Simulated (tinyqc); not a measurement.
# Polytypes and stacking faults of a tetrahedral semiconductor in an axial Ising model with couplings up to third neighbours, step by step

A worked calculation. Computed by tinyqc, a small Python program that keeps every step. Command: `OMP_NUM_THREADS=1 python tinyqc.py 3005840 3005841 out.jsonl polytype walk`. One thread of a shared host (Intel(R) Xeon(R) Processor @ 2.30GHz), about 0.01 s of CPU time with the checks. Intermediate numbers are printed to about 5 digits and carried at full precision; extremes and crossings named in words are read from the listed rows.

Each double layer has s = +1 or -1 for the sense of its stacking step; E per pair of atoms = E0 - sum_n J_n <s_i s_(i+n)>, n = 1, 2, 3. Hexagonality h = (1 - <s_i s_(i+1)>)/2.

Inputs (values chosen for the exercise, of the order of those of ZnS for J, a, G and the gaps):
```
quantity                                    value      unit
J1                                           1.91  meV/pair
J2                                        -0.0865  meV/pair
J3                                           0.05  meV/pair
basal lattice constant a                     3.82  angstrom
shear modulus G                              34.1       GPa
Poisson ratio nu                             0.19         -
gap of 3C                                    3.72        eV
gap of 4H                                     3.8        eV
binding energy of the fault level E_b        0.05        eV
in-plane mass m                              0.46        m0
effective density of states N_c at 300 K  2.2e+19    1/cm^3
electron density n                        1.9e+15    1/cm^3
temperature T                                 700         K
```

Host polytype: 3C.

Constants: 1 eV/angstrom^2 = 16.02176634 J/m^2; m_0 = 9.1093837015e-31 kg; hbar = 1.054571817e-34 J s; k_B = 1.380649e-23 J/K; k_B = 8.617333262e-05 eV/K.

## Energies of the polytypes

correlations of the repeat units 3C (+), 2H (+-), 4H (++--), 6H (+++---), 15R (+++--), 8H (++++----), 21R (++++---), 9R (++-):
```
       n = 1    n = 2    n = 3
3C    1.0000   1.0000   1.0000
2H   -1.0000   1.0000  -1.0000
4H    0.0000  -1.0000   0.0000
6H    0.3333  -0.3333  -1.0000
15R   0.2000  -0.6000  -0.6000
8H    0.5000   0.0000  -0.5000
21R   0.4286  -0.1429  -0.7143
9R   -0.3333  -0.3333   1.0000
```

E - E(3C) = sum_n J_n (1 - C_n), C_n = <s_i s_(i+n)>. The gap is taken linear in h between 3C (h = 0) and 4H (h = 1/2), a rough rule, with a dash beyond.

Polytypes:
```
polytype       h  E - E(3C) (meV/pair)  gap by the linear rule (eV)
3C        0.0000                0.0000                       3.7200
2H        1.0000                3.9200                            -
4H        0.5000                1.7870                       3.8000
6H        0.3333                1.2580                       3.7733
15R       0.4000                1.4696                       3.7840
8H        0.2500                0.9435                       3.7600
21R       0.2857                1.0783                       3.7657
9R        0.6667                2.4313                            -
```

E(2H) - E(3C) = 3.92 meV/pair

E(4H) - E(3C) = 1.787 meV/pair

E(6H) - E(3C) = 1.258 meV/pair

The lowest is 3C, 0.944 meV/pair below 8H. J1/|J2| = 22.08: for J3 = 0 and J2 < 0 the ground state is 2H below -2, 4H between -2 and 2, and 3C above 2; at 2 itself all periods with bands of two or more layers are degenerate. Four or more polytypes lie within 1.5 meV/pair, so small a spread that growth kinetics and seeds can decide.

## Back from three energies to J1, J2, J3

With d2, d4, d6 the energies of 2H, 4H, 6H over 3C: d2 = 2 J1 + 2 J3, d4 = J1 + 2 J2 + J3, d6 = (2/3) J1 + (4/3) J2 + 2 J3, so J2 = (d4 - d2/2)/2, J3 = (3/4)(d6 - (2/3) d4), J1 = d2/2 - J3.

J1 recovered = 1.91 meV/pair

J2 recovered = -0.0865 meV/pair

J3 recovered = 0.05 meV/pair

## Stacking-fault energies

fault coefficients k_n:
```
               J1  J2  J3
intrinsic       4   4   4
extrinsic       4   8   8
twin boundary   2   4   6
```

Faults in 3C: the sequences intrinsic (-), extrinsic (--), twin boundary (+ turns to -) are put between perfect repeats; k_n = (layers x C_n of the host) - sum_i s_i s_(i+n). gamma = sum k_n J_n/A, A = (sqrt 3/2) a^2; 1 meV/angstrom^2 = 16.02177 mJ/m^2.

gamma (mJ/m^2): intrinsic 9.5009, extrinsic 9.3158, twin boundary 4.7847

energy of the glide fault, intrinsic = 9.5009 mJ/m^2

The cheapest is the twin boundary fault.

## Splitting of a basal screw dislocation

Screw line, bounded by the intrinsic fault of energy gamma: b = a, partials b_p = a/sqrt 3; d = G b_p^2 (2 - 3 nu)/(8 pi gamma (1 - nu)). One partial is driven off by the shear stress gamma/b_p along its Burgers vector.

splitting width d = 12.263 nm

stress to open the fault = 43.079 MPa

## Electronic energy gained by the fault

The fault binds electrons in a two-dimensional band E_b below the conduction edge, g2 = m m0/(pi hbar^2) for one valley. With the Fermi level held by the bulk, eta = ln[n/N_c(T)], N_c(T) = N_c (T/300)^1.5, the grand potential falls by g2 (k_B T)^2 F1(x), x = eta + E_b/(k_B T), F1(x) = integral from 0 to infinity of ln(1 + exp(x - t)) dt; sheet density g2 k_B T ln(1 + e^x). Band bending by the trapped charge is left out, so the gain is an upper bound. Net fault energy = gamma of the intrinsic fault less the electronic gain.

x = -9.7990

sheet density = 6.4337e+08 1/cm^2

electronic gain = 6.2180e-05 mJ/m^2

net fault energy = 9.5009 mJ/m^2

The gain offsets 6.5e-4 % of the fault energy.

## Gain against electron density

The formulas are those given above.

At T:
```
n (1/cm^3)        x  sheet density (1/cm^2)  gain (mJ/m^2)  gain/gamma  gain/gamma at T + 200 K
1.00e+14    -12.743              3.3863e+07     3.2727e-06  3.4446e-07               3.2487e-07
1.00e+15    -10.441              3.3862e+08     3.2727e-05  3.4446e-06               3.2487e-06
1.00e+16     -8.138              3.3858e+09     3.2724e-04  3.4443e-05               3.2486e-05
1.00e+17     -5.836              3.3813e+10     3.2703e-03  3.4421e-04               3.2474e-04
1.00e+18     -3.533              3.3378e+11     3.2491e-02  3.4197e-03               3.2353e-03
5.00e+18     -1.924              1.5803e+12     1.5802e-01  1.6632e-02               1.5917e-02
2.00e+19     -0.537              5.3335e+12     5.7778e-01  6.0813e-02               6.0237e-02
```

For x well below 0 the gain is k_B T times the sheet density and linear in n; for x well above 0 the well fills and the gain grows only about as x^2. It stays below the fault energy in all rows; 200 K more changes it by a factor 0.94 at 1e16.

Checks made by the program: the recovered constants (relative difference below 1e-10).
